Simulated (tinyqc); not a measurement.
UHF in the 3-21g basis, for H3, spin multiplicity 2, step by step. One step of it, computed by the program tinyqc.

Task: Iteration 1: building the Fock matrix. J_ij = sum D_kl (ij|kl) with D = D(alpha) + D(beta), K_ij = sum D_kl (ik|jl) for each spin; F = H + J - K(s); E = tr D H + tr D J / 2 - 0.5 sum_s tr D(s) K(s) + E_nn.

D(alpha) at the start, order 1H 1s, 1H 2s, 2H 1s, 2H 2s, 3H 1s, 3H 2s:
$$\begin{pmatrix}
0.583798 & 0.252154 & -0.530949 & -0.169405 & 0.026443 & 0.041385 \\
0.252154 & 0.144494 & -0.169405 & -0.014926 & 0.041404 & 0.064800 \\
-0.530949 & -0.169405 & 0.583798 & 0.252154 & 0.026443 & 0.041385 \\
-0.169405 & -0.014926 & 0.252154 & 0.144494 & 0.041404 & 0.064800 \\
0.026443 & 0.041404 & 0.026443 & 0.041404 & 0.026461 & 0.041414 \\
0.041385 & 0.064800 & 0.041385 & 0.064800 & 0.041414 & 0.064816
\end{pmatrix}$$

D(beta) at the start, order 1H 1s, 1H 2s, 2H 1s, 2H 2s, 3H 1s, 3H 2s:
$$\begin{pmatrix}
0.026424 & 0.041375 & 0.026424 & 0.041375 & 0.026443 & 0.041385 \\
0.041375 & 0.064784 & 0.041375 & 0.064784 & 0.041404 & 0.064800 \\
0.026424 & 0.041375 & 0.026424 & 0.041375 & 0.026443 & 0.041385 \\
0.041375 & 0.064784 & 0.041375 & 0.064784 & 0.041404 & 0.064800 \\
0.026443 & 0.041404 & 0.026443 & 0.041404 & 0.026461 & 0.041414 \\
0.041385 & 0.064800 & 0.041385 & 0.064800 & 0.041414 & 0.064816
\end{pmatrix}$$

core Hamiltonian H = T + V (hartree), order 1H 1s, 1H 2s, 2H 1s, 2H 2s, 3H 1s, 3H 2s:
$$\begin{pmatrix}
-1.393575 & -1.265433 & -0.782364 & -0.943628 & -0.782716 & -0.943789 \\
-1.265433 & -1.434515 & -0.943628 & -1.237564 & -0.943832 & -1.237690 \\
-0.782364 & -0.943628 & -1.393575 & -1.265433 & -0.782716 & -0.943789 \\
-0.943628 & -1.237564 & -1.265433 & -1.434515 & -0.943832 & -1.237690 \\
-0.782716 & -0.943832 & -0.782716 & -0.943832 & -1.393722 & -1.265517 \\
-0.943789 & -1.237690 & -0.943789 & -1.237690 & -1.265517 & -1.434578
\end{pmatrix}$$

Two-electron integrals (ij|kl) in chemists' order, unique and non-zero (hartree):
```
(11|11) 1.140145   (21|11) 0.611403   (21|21) 0.345152   (22|11) 0.626370
(22|21) 0.380329   (22|22) 0.482957   (31|11) 0.266572   (31|21) 0.152816
(31|22) 0.171859   (31|31) 0.091104   (32|11) 0.282227   (32|21) 0.172080
(32|22) 0.217475   (32|31) 0.109717   (32|32) 0.153463   (33|11) 0.596242
(33|21) 0.372510   (33|22) 0.489833   (33|31) 0.266572   (33|32) 0.400377
(33|33) 1.140145   (41|11) 0.400377   (41|21) 0.227061   (41|22) 0.252132
(41|31) 0.109717   (41|32) 0.126535   (41|33) 0.282227   (41|41) 0.153463
(42|11) 0.458982   (42|21) 0.280810   (42|22) 0.363476   (42|31) 0.143612
(42|32) 0.193859   (42|33) 0.458982   (42|41) 0.193859   (42|42) 0.296361
(43|11) 0.372510   (43|21) 0.231420   (43|22) 0.305203   (43|31) 0.152816
(43|32) 0.227061   (43|33) 0.611403   (43|41) 0.172080   (43|42) 0.280810
(43|43) 0.345152   (44|11) 0.489833   (44|21) 0.305203   (44|22) 0.414636
(44|31) 0.171859   (44|32) 0.252132   (44|33) 0.626370   (44|41) 0.217475
(44|42) 0.363476   (44|43) 0.380329   (44|44) 0.482957   (51|11) 0.266749
(51|21) 0.152914   (51|22) 0.171963   (51|31) 0.076421   (51|32) 0.088697
(51|33) 0.196283   (51|41) 0.104923   (51|42) 0.134625   (51|43) 0.120445
(51|44) 0.152310   (51|51) 0.091210   (52|11) 0.282324   (52|21) 0.172136
(52|22) 0.217534   (52|31) 0.088672   (52|32) 0.114870   (52|33) 0.262787
(52|41) 0.119779   (52|42) 0.176491   (52|43) 0.162011   (52|44) 0.209844
(52|51) 0.109806   (52|52) 0.153524   (53|11) 0.196283   (53|21) 0.120445
(53|22) 0.152310   (53|31) 0.076421   (53|32) 0.104923   (53|33) 0.266749
(53|41) 0.088697   (53|42) 0.134625   (53|43) 0.152914   (53|44) 0.171963
(53|51) 0.076459   (53|52) 0.104940   (53|53) 0.091210   (54|11) 0.262787
(54|21) 0.162011   (54|22) 0.209844   (54|31) 0.088672   (54|32) 0.119779
(54|33) 0.282324   (54|41) 0.114870   (54|42) 0.176491   (54|43) 0.172136
(54|44) 0.217534   (54|51) 0.104940   (54|52) 0.151469   (54|53) 0.109806
(54|54) 0.153524   (55|11) 0.596368   (55|21) 0.372578   (55|22) 0.489886
(55|31) 0.196206   (55|32) 0.262750   (55|33) 0.596368   (55|41) 0.262750
(55|42) 0.406001   (55|43) 0.372578   (55|44) 0.489886   (55|51) 0.266749
(55|52) 0.400460   (55|53) 0.266749   (55|54) 0.400460   (55|55) 1.140145
(61|11) 0.400460   (61|21) 0.227107   (61|22) 0.252183   (61|31) 0.104877
(61|32) 0.119764   (61|33) 0.262753   (61|41) 0.151440   (61|42) 0.190012
(61|43) 0.161994   (61|44) 0.209830   (61|51) 0.109806   (61|52) 0.126596
(61|53) 0.088712   (61|54) 0.119797   (61|55) 0.282324   (61|61) 0.153524
(62|11) 0.459051   (62|21) 0.280852   (62|22) 0.363527   (62|31) 0.134564
(62|32) 0.176469   (62|33) 0.406015   (62|41) 0.190002   (62|42) 0.284769
(62|43) 0.251618   (62|44) 0.336845   (62|51) 0.143712   (62|52) 0.193923
(62|53) 0.134637   (62|54) 0.190036   (62|55) 0.459051   (62|61) 0.193923
(62|62) 0.296432   (63|11) 0.262753   (63|21) 0.161994   (63|22) 0.209830
(63|31) 0.104877   (63|32) 0.151440   (63|33) 0.400460   (63|41) 0.119764
(63|42) 0.190012   (63|43) 0.227107   (63|44) 0.252183   (63|51) 0.088712
(63|52) 0.119797   (63|53) 0.109806   (63|54) 0.126596   (63|55) 0.282324
(63|61) 0.114879   (63|62) 0.176501   (63|63) 0.153524   (64|11) 0.406015
(64|21) 0.251618   (64|22) 0.336845   (64|31) 0.134564   (64|32) 0.190002
(64|33) 0.459051   (64|41) 0.176469   (64|42) 0.284769   (64|43) 0.280852
(64|44) 0.363527   (64|51) 0.134637   (64|52) 0.190036   (64|53) 0.143712
(64|54) 0.193923   (64|55) 0.459051   (64|61) 0.176501   (64|62) 0.284798
(64|63) 0.193923   (64|64) 0.296432   (65|11) 0.372578   (65|21) 0.231456
(65|22) 0.305233   (65|31) 0.120393   (65|32) 0.161988   (65|33) 0.372578
(65|41) 0.161988   (65|42) 0.251607   (65|43) 0.231456   (65|44) 0.305233
(65|51) 0.152914   (65|52) 0.227107   (65|53) 0.152914   (65|54) 0.227107
(65|55) 0.611403   (65|61) 0.172136   (65|62) 0.280852   (65|63) 0.172136
(65|64) 0.280852   (65|65) 0.345152   (66|11) 0.489886   (66|21) 0.305233
(66|22) 0.414665   (66|31) 0.152235   (66|32) 0.209809   (66|33) 0.489886
(66|41) 0.209809   (66|42) 0.336822   (66|43) 0.305233   (66|44) 0.414665
(66|51) 0.171963   (66|52) 0.252183   (66|53) 0.171963   (66|54) 0.252183
(66|55) 0.626370   (66|61) 0.217534   (66|62) 0.363527   (66|63) 0.217534
(66|64) 0.363527   (66|65) 0.380329   (66|66) 0.482957
```

nuclear repulsion = 1.83772291 hartree

Give: Coulomb J; exchange K(alpha); exchange K(beta); F(alpha); F(beta); total energy of this density.

Result:

Coulomb J (hartree), order 1H 1s, 1H 2s, 2H 1s, 2H 2s, 3H 1s, 3H 2s:
$$\begin{pmatrix}
2.1028 & 1.2383 & 0.6430 & 0.8532 & 0.6177 & 0.8474 \\
1.2383 & 1.5073 & 0.8532 & 1.2317 & 0.7913 & 1.2088 \\
0.6430 & 0.8532 & 2.1028 & 1.2383 & 0.6177 & 0.8474 \\
0.8532 & 1.2317 & 1.2383 & 1.5073 & 0.7913 & 1.2088 \\
0.6177 & 0.7913 & 0.6177 & 0.7913 & 1.8416 & 1.1239 \\
0.8474 & 1.2088 & 0.8474 & 1.2088 & 1.1239 & 1.4415
\end{pmatrix}$$

exchange K(alpha) (hartree), order 1H 1s, 1H 2s, 2H 1s, 2H 2s, 3H 1s, 3H 2s:
$$\begin{pmatrix}
0.8291 & 0.5694 & 0.1622 & 0.3710 & 0.3165 & 0.4253 \\
0.5694 & 0.5399 & 0.3710 & 0.4714 & 0.3642 & 0.4763 \\
0.1622 & 0.3710 & 0.8291 & 0.5694 & 0.3165 & 0.4253 \\
0.3710 & 0.4714 & 0.5694 & 0.5399 & 0.3642 & 0.4763 \\
0.3165 & 0.3642 & 0.3165 & 0.3642 & 0.3867 & 0.3930 \\
0.4253 & 0.4763 & 0.4253 & 0.4763 & 0.3930 & 0.4773
\end{pmatrix}$$

exchange K(beta) (hartree), order 1H 1s, 1H 2s, 2H 1s, 2H 2s, 3H 1s, 3H 2s:
$$\begin{pmatrix}
0.3656 & 0.3620 & 0.2691 & 0.3291 & 0.2692 & 0.3291 \\
0.3620 & 0.4176 & 0.3291 & 0.4022 & 0.3292 & 0.4023 \\
0.2691 & 0.3291 & 0.3656 & 0.3620 & 0.2692 & 0.3291 \\
0.3291 & 0.4022 & 0.3620 & 0.4176 & 0.3292 & 0.4023 \\
0.2692 & 0.3292 & 0.2692 & 0.3292 & 0.3658 & 0.3621 \\
0.3291 & 0.4023 & 0.3291 & 0.4023 & 0.3621 & 0.4177
\end{pmatrix}$$

F(alpha) (hartree), order 1H 1s, 1H 2s, 2H 1s, 2H 2s, 3H 1s, 3H 2s:
$$\begin{pmatrix}
-0.1198 & -0.5965 & -0.3016 & -0.4614 & -0.4815 & -0.5217 \\
-0.5965 & -0.4670 & -0.4614 & -0.4773 & -0.5167 & -0.5052 \\
-0.3016 & -0.4614 & -0.1198 & -0.5965 & -0.4815 & -0.5217 \\
-0.4614 & -0.4773 & -0.5965 & -0.4670 & -0.5167 & -0.5052 \\
-0.4815 & -0.5167 & -0.4815 & -0.5167 & 0.0612 & -0.5346 \\
-0.5217 & -0.5052 & -0.5217 & -0.5052 & -0.5346 & -0.4704
\end{pmatrix}$$

F(beta) (hartree), order 1H 1s, 1H 2s, 2H 1s, 2H 2s, 3H 1s, 3H 2s:
$$\begin{pmatrix}
0.3436 & -0.3892 & -0.4085 & -0.4195 & -0.4343 & -0.4255 \\
-0.3892 & -0.3448 & -0.4195 & -0.4081 & -0.4817 & -0.4312 \\
-0.4085 & -0.4195 & 0.3436 & -0.3892 & -0.4343 & -0.4255 \\
-0.4195 & -0.4081 & -0.3892 & -0.3448 & -0.4817 & -0.4312 \\
-0.4343 & -0.4817 & -0.4343 & -0.4817 & 0.0821 & -0.5038 \\
-0.4255 & -0.4312 & -0.4255 & -0.4312 & -0.5038 & -0.4108
\end{pmatrix}$$

total energy of this density = -1.064564 hartree
